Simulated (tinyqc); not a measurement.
Implant damage, amorphisation by cascade overlap, and solid-phase epitaxial regrowth: one step, computed by the program tinyqc.

Range and width of the damage are inputs. Dynamic annealing enters only through the surviving share f.

Problem. Damage left below the interface. Displaced atoms per area beyond the lower edge z2: f nu Q (1/2) erfc((z2 - R_d)/(sqrt2 s_d)); they are not removed by regrowth.

Inputs (values chosen for the exercise, modelled on fluorine ions in silicon):
```
quantity                           value    unit
depth of the damage peak R_d         8.2      nm
width of the damage profile s_d      5.4      nm
share of defects that survive f     0.56       -
dose Q                           1.7e+15  1/cm^2
```

lower edge = 19.31309 nm

displacements per ion nu = 112.0419

Give: share of the damage beyond z2; displaced atoms beyond z2.

Solution.

share of the damage beyond z2 = 0.019796

displaced atoms beyond z2 = 2.1115e+15 1/cm^2
